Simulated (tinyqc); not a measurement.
Undoped symmetric double-gate MOSFET, analytic potential model: one step of the calculation.

An undoped body of thickness ts between two equal insulators and tied gates; long channel, electrons only, n = ni exp((psi - V)/Vt) with V the quasi-Fermi potential (0 at the source, Vd at the drain), constant mobility, no quantisation. Across the body psi(x) = V - 2 Vt ln[(ts/(2 beta)) sqrt(q ni/(2 eps0 eps_r Vt)) cos(2 beta x/ts)], x from the centre. Q is the electron charge per area of the whole body.

Problem. Potential and electron density across the body at the source. psi(x) as above with V = 0 and beta = beta_s; n = ni exp(psi/Vt).

Values chosen for this exercise; material values close to those of silicon:
- T = 300 K (temperature)
- eps_r = 11.6 (relative permittivity of the semiconductor)
- ts = 15 nm (body thickness)

Constants: q = 1.602176634e-19 C, kB = 1.380649e-23 J/K, Vt = kB T/q, eps0 = 8.8541878128e-14 F/cm where lengths are in cm. Results are converted to the units shown.

x/ts, point 0 to 6: [0, 0.1, 0.2, 0.3, 0.4, 0.45, 0.5]
beta_s = 0.36604824
ni = 1.2934766e10 cm^-3

Find: psi; n.

Solution.

psi, point 0 to 6 (V): [0.4039, 0.4041, 0.4045, 0.4052, 0.4062, 0.4068, 0.4075]
n, point 0 to 6 (cm^-3): [7.895e16, 7.938e16, 8.067e16, 8.289e16, 8.613e16, 8.818e16, 9.056e16]

The density at the surface is 1.15 times that at the centre (1/cos^2 beta).

Program tinyqc, `OMP_NUM_THREADS=1 python tinyqc.py 2440042 2440043 out.jsonl`; Intel Xeon 2.30GHz, shared host, one thread, about 0.01 s.
